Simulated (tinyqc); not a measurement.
What moves the results: special k points of the hexagonal lattice. A value that a table varies takes the place of the one given here.

Lattice vectors in units of a: a1 = (1, 0), a2 = (-1/2, sqrt(3)/2); reciprocal vectors b_i with a_i . b_j = 2 pi delta_ij. Mesh: k = sum_i f_i b_i with f_i = (2 j_i + shift)/(2 N), j_i = 0 .. N-1. The point group of the lattice has 12 operations; only those that map the mesh onto itself are used.

A_m(k) = sum over the m-th star of lattice vectors R of cos(k . R), stars in order of length: m = 1: |R|^2 = 1, 6 vectors, such as (1, 1) in the basis a_i; m = 2: |R|^2 = 3, 6 vectors, such as (2, 1) in the basis a_i; m = 3: |R|^2 = 4, 6 vectors, such as (2, 2) in the basis a_i; m = 4: |R|^2 = 7, 12 vectors, such as (3, 2) in the basis a_i; m = 5: |R|^2 = 9, 6 vectors, such as (3, 3) in the basis a_i; m = 6: |R|^2 = 12, 6 vectors, such as (4, 2) in the basis a_i. The zone mean of every A_m is zero.

Test function, the lower band of a two-band insulator: E(k) = -sqrt(D^2 + (e0 - t A_1(k))^2).

Values chosen for the exercise:
- D = 2.46 eV (half gap term)
- t = 0.57 eV (coupling)
- e0 = 1.63 eV (offset)
- N = 8 (points along each reciprocal vector)
- shift = 0 (half steps)

## Mesh size and shift

Errors of the mean of E against the unshifted mesh with N = 96. The fifth column is |R|^2 of the shortest star with a non-zero mean.

Meshes:
```
mesh        points  irreducible  operations  |R|^2 missed  error (meV)
2 Gamma          4            2          12          4.00     -318.430
2 shifted        4            2           4          4.00      114.151
3 Gamma          9            3          12          9.00       -6.549
3 shifted        9            4           4          9.00        1.815
4 Gamma         16            4          12         16.00        6.006
4 shifted       16            6           4         16.00       -1.980
5 Gamma         25            5          12         25.00       -0.013
5 shifted       25            9           4         25.00        0.003
6 Gamma         36            7          12         36.00       -0.276
6 shifted       36           12           4         36.00        0.092
8 Gamma         64           10          12           >36        0.016
8 shifted       64           20           4           >36       -0.005
10 Gamma       100           14          12           >36       -0.001
10 shifted     100           30           4           >36        0.000
```

reference mean = -3.22064 eV

What does this show, and why?

The shifted mesh has the smaller error for 6 of 7 values of N and the larger for 0; the rest agree at the printed digits. The cheapest mesh within 1 meV is 5 Gamma, with 5 irreducible points. A mesh misses the lattice vectors N (n1 a1 + n2 a2 + ...); the half shift gives each the sign (-1)^(n1 + n2 + ...), so the 6 shortest ones add up to -2 in place of 6. The shift lowers the symmetry; it leaves more irreducible points for N = 3, 4, 5, 6, 8 and 10.

## Gap and mesh density

D takes the values listed; errors against the unshifted mesh with N = 192, for unshifted meshes.

Errors (meV):
```
D (eV)  reference (eV)     N = 2   N = 4    N = 6  N = 8
0.2            -1.9351  -598.128  61.845  -24.860  9.921
0.4            -1.9826  -575.025  56.440  -17.164  5.470
0.8            -2.1349  -517.621  38.799   -7.411  1.692
1.5            -2.5269  -419.518  17.255   -1.706  0.218
2.5            -3.2522  -315.038   5.766   -0.258  0.015
4.0            -4.5235  -221.197   1.539   -0.026  0.001
```

What does this show, and why?

The first listed N from which the error stays below 0.5 meV is none for D = 0.2, none for D = 0.4, none for D = 0.8, 8 for D = 1.5, 6 for D = 2.5, 6 for D = 4 eV. A larger D makes the function smoother, so its Fourier coefficients fall faster with |R|.

## What moves the zone average

Mean of E over the mesh, and its error against the unshifted mesh with N = 96. Each row changes one parameter from the base and keeps the others.

Results:
```
case          mean (eV)  error (meV)  irreducible points
base            -3.2206         0.02                  10
N = 9           -3.2206         0.00                  12
shift = 1       -3.2206        -0.01                  20
D = 1.722 eV    -2.6745         0.12                  10
t = 0.741 eV    -3.4040         0.04                  10
```

What can be read from the table?

The largest shifts from the base row, up to three for each result and ties (the steps differ in size, so this ranks the rows, not the parameters). mean (eV): D +0.5461, t -0.1834; unchanged at the printed digits by N and shift. error (meV): D +0.10, t +0.03, shift -0.02, N -0.02. irreducible points: shift +10, N +2; unchanged at the printed digits by D and t.

Computed by tinyqc, a small Python program: `OMP_NUM_THREADS=1 python tinyqc.py 1682655 1682656 out.jsonl` (the numbers bound the seed that draws the inputs); one thread of a shared host (Intel(R) Xeon(R) Processor @ 2.30GHz), about 0.09 s for the whole set of steps.
